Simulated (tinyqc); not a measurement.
Worked calculation: tight binding, dimerised chain. Computed by tinyqc, a small Python program that keeps every step. Settings: t1 = 0.51, t2 = 1.37, delta = 0, points = 8, cells = 4. Command: `OMP_NUM_THREADS=1 python tinyqc.py 31336 31337 out.jsonl` (the two numbers bound the seeds that draw the settings). One thread of a shared host (Intel(R) Xeon(R) Processor @ 2.60GHz), about 0.01 s of CPU time with the checks.

## Bloch Hamiltonian at k

Parameters chosen for this model:
```
parameter     value                      unit
t1         0.510000       eV, inside the cell
t2         1.370000         eV, between cells
delta             0  eV, +/- on the two sites
```

k point k (2 pi / a): [0.140000]

H_AA = +delta, H_BB = -delta, H_AB = -t1 - t2 exp(-i k a).

H(k) at k (eV), order A, B:
$$\begin{pmatrix}
0.000000 & -1.383271+1.055603i \\
-1.383271-1.055603i & 0.000000
\end{pmatrix}$$

## Levels at k

Diagonalise the Hermitian matrix.

eigenvalues (eV): [-1.740039, 1.740039]

weights |c|^2 of the basis functions, order A, B:
$$\begin{pmatrix}
0.500000 & 0.500000 \\
0.500000 & 0.500000
\end{pmatrix}$$

## Bloch Hamiltonian at X

k point X (2 pi / a): [0.500000]

As before.

H(k) at X (eV), order A, B:
$$\begin{pmatrix}
0.000000 & 0.860000 \\
0.860000 & 0.000000
\end{pmatrix}$$

## Levels at X

As before.

eigenvalues (eV): [-0.860000, 0.860000]

weights |c|^2 of the basis functions, order A, B:
$$\begin{pmatrix}
0.500000 & 0.500000 \\
0.500000 & 0.500000
\end{pmatrix}$$

## Bands along a path

The same steps at evenly spaced points between the labelled ones.

Bands along the path (eV):
```
k            band 1    band 2
G         -1.880000  1.880000
G-X 0.20  -1.807628  1.807628
G-X 0.40  -1.602754  1.602754
G-X 0.60  -1.305825  1.305825
G-X 0.80  -1.003235  1.003235
X         -0.860000  0.860000
```

With 1 band(s) filled, the highest filled level on these points lies at X and the lowest empty one at X: a gap of 1.7200 eV, direct.

## Berry (Zak) phase of the lower band

On 8 points k_j = j/N: phase = -Im ln of the product of <u_j|u_(j+1)>, closed with u_N = u_0 (the cell-periodic part is taken without the site positions). Single arguments depend on the phases chosen for the u_j; only their sum modulo 2 pi does not.

Overlaps:
```
j  |<u_j|u_j+1>|  argument (rad)
0       0.958250       -0.289980
1       0.950102       -0.317234
2       0.921328        1.613741
3       0.844979        0.564270
4       0.844979        0.564270
5       0.921328        1.613741
6       0.950102       -0.317234
7       0.958250       -0.289980
```

phase / pi, folded into (-1, 1] = 1.000000

## Open chain of 4 cells

H of the open chain (eV):
$$\begin{pmatrix}
0.000000 & -0.510000 & 0.000000 & 0.000000 & 0.000000 & 0.000000 & 0.000000 & 0.000000 \\
-0.510000 & 0.000000 & -1.370000 & 0.000000 & 0.000000 & 0.000000 & 0.000000 & 0.000000 \\
0.000000 & -1.370000 & 0.000000 & -0.510000 & 0.000000 & 0.000000 & 0.000000 & 0.000000 \\
0.000000 & 0.000000 & -0.510000 & 0.000000 & -1.370000 & 0.000000 & 0.000000 & 0.000000 \\
0.000000 & 0.000000 & 0.000000 & -1.370000 & 0.000000 & -0.510000 & 0.000000 & 0.000000 \\
0.000000 & 0.000000 & 0.000000 & 0.000000 & -0.510000 & 0.000000 & -1.370000 & 0.000000 \\
0.000000 & 0.000000 & 0.000000 & 0.000000 & 0.000000 & -1.370000 & 0.000000 & -0.510000 \\
0.000000 & 0.000000 & 0.000000 & 0.000000 & 0.000000 & 0.000000 & -0.510000 & 0.000000
\end{pmatrix}$$

The same hoppings without the wrap-around bond.

levels (eV): [-1.780948, -1.502455, -1.114199, -0.022692, 0.022692, 1.114199, 1.502455, 1.780948]

weights of the highest filled level on the sites: [0.431585, 0.000854, 0.059572, 0.007989, 0.007989, 0.059572, 0.000854, 0.431585]

The bulk gap runs from -0.8600 to 0.8600 eV; 2 level(s) of this chain lie inside it: end states, which need the weaker bond inside the cell and a chain longer than their decay length.
